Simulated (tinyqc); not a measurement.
Comparisons within one model: core-shell quantum dot (spherical envelope functions). A value that a table varies takes the place of the one given here.

Parabolic bands; strain and other valleys are left out. s states, u = r psi, hard wall at R + H, c = hbar^2/2m0, energies from the band edges of the core. Core: u = sin(k1 r)/k1, k1 = sqrt(m1 E/c). At R, psi and psi'/m are continuous, so u is continuous and its slope in the shell is s = u/R + (m2/m1)(u' - u/R). Shell: u(R + x) = u(R) cos(k2 x) + s sin(k2 x)/k2, k2 = sqrt(m2 (E - V)/c); for negative arguments the functions turn into sinh and cosh. A level has u(R + H) = 0.

Overlap = (integral of u_e u_h)^2 with normalised u. Coulomb integrals J_ab = (q/eps) double integral of u_a(r)^2 u_b(s)^2/max(r, s), q = e^2/(4 pi eps0), one eps everywhere. Exciton E = Eg + E_e + E_h - J_eh; first-order biexciton shift J_ee + J_hh - 2 J_eh (positive: repulsive).

Constants: hbar^2/2m0 = 3.80998211 eV angstrom^2; e^2/(4 pi eps0) = 14.39964547 eV angstrom; hc = 1239.841984 eV nm.

Values chosen for the exercise (near those of a Ge/Si core-shell dot; shifted at random, so the results belong to these values and not to a real crystal): R = 29 angstrom (core radius); Vc = -0.047 eV (conduction edge of the shell above that of the core); Vv = 0.647 eV (hole barrier of the shell); me1 = 0.114 m0 (electron, core); me2 = 0.266 m0 (electron, shell); mh1 = 0.205 m0 (hole, core); mh2 = 0.386 m0 (hole, shell); Eg = 0.696 eV (gap of the core); eps = 13.5 (dielectric constant); Hs = (3, 7, 14, 18, 25, 37, 56) angstrom (shell thicknesses); H = 12 angstrom (shell thickness).

## Growing the shell

All quantities anew for each H.

Results:

| H (angstrom) | E_e (eV) | E_h (eV) | electron in core | overlap | J_eh (meV) | E (eV) | biexciton shift (meV) |
|---|---|---|---|---|---|---|---|
| 3 | 0.2476 | 0.1589 | 0.979 | 0.993 | 54.9 | 1.048 | 0.2 |
| 7 | 0.1514 | 0.1379 | 0.885 | 0.949 | 48.8 | 0.937 | 1.1 |
| 14 | 0.0769 | 0.1341 | 0.684 | 0.797 | 43.4 | 0.863 | 3.9 |
| 18 | 0.0535 | 0.1339 | 0.577 | 0.695 | 41.0 | 0.842 | 5.8 |
| 25 | 0.0263 | 0.1339 | 0.420 | 0.526 | 37.0 | 0.819 | 9.4 |
| 37 | -0.0002 | 0.1339 | 0.240 | 0.313 | 31.3 | 0.798 | 15.1 |
| 56 | -0.0205 | 0.1339 | 0.107 | 0.144 | 25.0 | 0.784 | 22.2 |

What does this show, and why?

The line moves by -263 meV: the electron gives -268, the hole -25 and the weaker attraction +30 meV. Over the last step E_e moves by -20.3 meV and E_h by 0.0 meV; the electron level lies above the shell edge Vc, so at this thickness it still spreads with the shell; whether a thicker shell brings it below Vc depends on whether the core binds a level at all. The overlap goes from 0.993 to 0.144, which scales the radiative lifetime by 6.9 if the rate is proportional to it. Up to H = 7 angstrom E_e exceeds 0.15 Eg, where a parabolic band overstates it.

## What each parameter does

All quantities anew. Each row changes one parameter from the base and keeps the others.

Results:

| case | E (eV) | overlap | electron in core | biexciton shift (meV) |
|---|---|---|---|---|
| base | 0.878 | 0.847 | 0.741 | 3.0 |
| R = 26 angstrom | 0.910 | 0.846 | 0.707 | 3.3 |
| H = 17 angstrom | 0.847 | 0.720 | 0.603 | 5.3 |
| Vc = -0.147 eV | 0.851 | 0.795 | 0.688 | 4.1 |
| Vv = 0.485 eV | 0.870 | 0.879 | 0.741 | 2.4 |
| me2 = 0.333 m0 | 0.859 | 0.823 | 0.719 | 3.6 |
| mh1 = 0.164 m0 | 0.894 | 0.880 | 0.741 | 2.2 |
| eps = 15.5 | 0.884 | 0.847 | 0.741 | 2.6 |

What can be read from the table?

The largest shifts from the base row, up to three for each result and ties (the steps differ in size, so this ranks the rows, not the parameters). E (eV): R +0.033, H -0.031, Vc -0.027. overlap: H -0.126, Vc -0.052, mh1 +0.033; unchanged at the printed digits by eps. electron in core: H -0.138, Vc -0.053, R -0.034; unchanged at the printed digits by Vv, mh1 and eps. biexciton shift (meV): H +2.3, Vc +1.1, mh1 -0.8.

tinyqc: `OMP_NUM_THREADS=1 python tinyqc.py 1281598 1281599 out.jsonl`; about 0.03 s, one thread, shared Intel(R) Xeon(R) Processor @ 2.30GHz.
